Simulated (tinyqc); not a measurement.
# Resistance of a source-drain extension with a graded tip: abruptness at a fixed junction position

y runs along the channel, the gate covers y > 0. The doping is N0 for y < y0 and N0 10^(-(y - y0)/la) beyond, uniform over the depth xj. Sheet conductance s(y) = q mu(N) max(N - Nch, 0) xj + (for y > 0) ma Cox Vo, with mu(N) = u0 + (u1 - u0)/(1 + (N/Nr)^au) and Cox = eps0 eox/tox. Current is taken as one-dimensional; depletion of the tip, spreading and the contact are left out. The metallurgical junction lies at yj, where N = Nch.

R_spacer = integral of dy/s from -Ls to 0, R_ov from 0 to yj, R_channel = (Lg - 2 yj)/(ma Cox Vo), R_total = 2 R_spacer + 2 R_ov + R_channel. Electrical length L_eff = ma Cox dR_total/d(1/Vo); R_series = R_total - L_eff/(ma Cox Vo). y0 is moved with la so that yj stays at 3.7187 nm.

Parameters, values chosen for the exercise; mobility law close to that of electrons in silicon:
- eox = 21.4 (relative permittivity of the gate insulator (close to hafnium oxide))
- tox = 4.2 nm (insulator thickness)
- N0 = 8.3e19 cm^-3 (active doping of the extension far from the gate)
- xj = 8 nm (depth of the extension)
- Nch = 1.1e18 cm^-3 (channel doping)
- Ls = 21 nm (spacer length)
- Vo = 0.48 V (gate overdrive)
- ma = 110 cm^2/(V s) (mobility of the gate-induced layer)
- u1 = 1414 cm^2/(V s) (mobility at low doping)
- u0 = 68.5 cm^2/(V s) (mobility at high doping)
- Nr = 9.2e16 cm^-3 (reference doping)
- au = 0.711 (exponent)
- Lg = 50 nm (gate length)

Constants: q = 1.602176634e-19 C, eps0 = 8.8541878128e-14 F/cm where lengths are in cm. Results are converted to the units shown.

The same in every row: yj (nm) = 3.719; R_channel (ohm um) = 178.7.

Abruptness at a fixed junction position:
```
la (nm/decade)  R_spacer (ohm um)  R_ov (ohm um)  R_total (ohm um)  L_eff (nm)  R_series (ohm um)
1                           25.30          6.717             242.7       44.45              56.10
2.3                         25.54          10.79             251.3       46.40              56.56
3.6                         31.41          12.74             267.0       47.60              67.13
4.9                         43.74          13.55             293.3       48.21              90.88
6.1                         59.28          13.96             325.2       48.54              121.4
7.4                         79.56          14.25             366.3       48.78              161.5
8.7                         102.7          14.45             413.0       48.95              207.5
10                          128.2          14.60             464.4       49.08              258.3
```

As la goes from 1 to 10 nm/decade, R_total rises from 243 to 464 ohm um, R_spacer rises from 25.3 to 128 ohm um and R_ov rises from 6.72 to 14.6 ohm um. R_total changes on average by 24.6 ohm um for each nm/decade. L_eff exceeds the metallurgical length by 1.89 nm in the first row and 6.52 nm in the last, since the gate also controls the lightly doped tips.

Computed by the program tinyqc: `OMP_NUM_THREADS=1 python tinyqc.py 2282101 2282102 out.jsonl`, one thread of a shared Intel Xeon 2.30GHz, about 0.03 s for the whole run.
